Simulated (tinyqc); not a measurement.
Avalanche multiplication and breakdown of a junction from ionisation integrals: one step, computed by the program tinyqc. Command: `OMP_NUM_THREADS=1 python tinyqc.py 3019283 3019284 out.jsonl impact walk`. One thread of a shared host (Intel(R) Xeon(R) Processor @ 2.30GHz), about 0.01 s of CPU time with the checks.

Ionisation coefficients follow the local field. Position x runs through the depletion layer from the p side (x = 0), where electrons enter, to the n side (x = w), where holes enter. The built-in voltage is neglected.

Task: Coefficients at the critical field. alpha_n = a_n exp(-(b_n/F)^c), alpha_p = a_p exp(-(b_p/F)^c).

Inputs (values chosen for the exercise, modelled on GaAs):
```
quantity                 value  unit
electron prefactor a_n  187000  1/cm
electron field b_n      582000  V/cm
hole prefactor a_p      230000  1/cm
hole field b_p          650000  V/cm
exponent c                 1.8     -
```

Junction: one-sided abrupt p+n.

critical field F_m = 0.3140096 MV/cm

Give: alpha_n; alpha_p; ratio k = alpha_p/alpha_n; shorter ionisation length.

Result:

alpha_n = 8977 1/cm

alpha_p = 5660 1/cm

ratio k = alpha_p/alpha_n = 0.6305

shorter ionisation length = 1.114 micrometre

Electrons ionise more readily at the peak field.
